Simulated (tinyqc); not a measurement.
Schottky diode by the thermionic emission-diffusion theory: one step of the calculation.

Metal on an n-type semiconductor with one parabolic valley; V > 0 is forward bias (metal positive). The band bends as a parabola over the depletion layer, by Vd = Vbi - V; no image force. Carriers drift and diffuse up to the interface and leave it with the velocity vR.

Problem. Diffusion velocity. LD = sqrt(eps0 eps_r Vt/(q Nd)), a = sqrt((Vbi - V)/Vt), D(a) = exp(-a^2) int_0^a exp(s^2) ds (Dawson), vD = mun Vt/(sqrt(2) LD D(a)). For large a, vD tends to mun times the surface field sqrt(2 q Nd (Vbi - V)/(eps0 eps_r)).

Values chosen for this exercise; band and dielectric values close to those of gallium nitride:
```
symbol,value,unit,meaning
T,300,K,temperature
eps_r,9.32,,relative permittivity
mun,300,cm^2/(V s),electron mobility
Nd,7e15,cm^-3,donor density
V,0.14,V,bias
```

Constants: q = 1.602176634e-19 C, kB = 1.380649e-23 J/K, Vt = kB T/q, eps0 = 8.8541878128e-14 F/cm where lengths are in cm. Results are converted to the units shown.

Vbi = 0.70102002 V

Find: LD; a; D(a); vD; mun times the surface field.

Solution.

LD = 43.61 nm
a = 4.658
D(a) = 0.1100
vD = 1.143e7 cm/s
mun times the surface field = 1.172e7 cm/s

Numbers from tinyqc (`OMP_NUM_THREADS=1 python tinyqc.py 2640143 2640144 out.jsonl`; about 0.01 s on one thread of a shared Intel Xeon 2.30GHz).
